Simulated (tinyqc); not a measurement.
Deep level as a short-range spherical well: one step. The bound level. Three cases, with inputs chosen for the exercise.

Question. Solve for Et; the share outside is [sin^2(kR)/(2 kappa)]/[sin^2(kR)/(2 kappa) + R/2 - sin(2kR)/(4k)].

A spherical well of radius R and depth V0 below the conduction edge, one mass m, c = hbar^2/2m0. The s level at binding Et solves k cot(k R) = -kappa with k = sqrt(m (V0 - Et)/c), kappa = sqrt(m Et/c); it exists for V0 > Vc = c (pi/2R)^2/m. Outside, psi falls as exp(-kappa r)/r.

Constants: hbar^2/2m0 = 3.80998211 eV angstrom^2.

Case 1.

Values chosen (out of a larger set: near those of Si; not measured data):
- R = 3.3 angstrom (radius of the well)
- V0 = 4.59 eV (depth of the well)
- m = 0.255 m0 (mass)

Case 2.

Values chosen (out of a larger set: near those of 4H SiC; not measured data):
- R = 2.1 angstrom (radius of the well)
- V0 = 6.19 eV (depth of the well)
- m = 0.409 m0 (mass)

Case 3.

Values chosen (out of a larger set: near those of GaN; not measured data):
- R = 2.5 angstrom (radius of the well)
- V0 = 9.41 eV (depth of the well)
- m = 0.194 m0 (mass)

Give: Et; k; kappa; share outside; Vc.

Answer.

Case 1.

Et = 0.2105 eV
k = 0.5414 1/angstrom
kappa = 0.1187 1/angstrom
share outside = 0.686
Vc = 3.385 eV

The well is 1.36 times the critical depth. Since dEt/dV0 equals the share inside, 0.31, a 1 % change of V0 moves Et by 6.9 %. The decay length is 8.4 angstrom, 2.6 times R.

Case 2.

Et = 0.0996 eV
k = 0.8086 1/angstrom
kappa = 0.1034 1/angstrom
share outside = 0.808
Vc = 5.212 eV

The well is 1.19 times the critical depth. Since dEt/dV0 equals the share inside, 0.19, a 1 % change of V0 moves Et by 11.9 %. The decay length is 9.7 angstrom, 4.6 times R.

Case 3.

Et = 0.1891 eV
k = 0.6852 1/angstrom
kappa = 0.0981 1/angstrom
share outside = 0.787
Vc = 7.753 eV

The well is 1.21 times the critical depth. Since dEt/dV0 equals the share inside, 0.21, a 1 % change of V0 moves Et by 10.6 %. The decay length is 10.2 angstrom, 4.1 times R.

Computed by tinyqc, one run a case: `OMP_NUM_THREADS=1 python tinyqc.py N N+1 out.jsonl` with N = 1280444, 1280833, 1281037; one thread of a shared Intel(R) Xeon(R) Processor @ 2.30GHz, about 0.01 s a run at most.
